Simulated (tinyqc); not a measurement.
## Inductance and parasitic capacitance from two readings

Inverse problem. A loss-free coil L in parallel with C shows the apparent inductance L/(1 - w^2 L C), w = 2 pi f. Find L, C and the self-resonance 1/(2 pi sqrt(L C)).

apparent inductance at 5.7 and 12 GHz (nH): [1.7181791, 3.4309580]

Solution. The inverse of the reading is 1/L - w^2 C, a straight line in w^2.

L = 1.50 nH
C = 66.0 fF
self-resonance = 16.0 GHz

Program tinyqc, `OMP_NUM_THREADS=1 python tinyqc.py 2302039 2302040 out.jsonl`; Intel Xeon 2.30GHz, shared host, one thread, about 0.01 s.
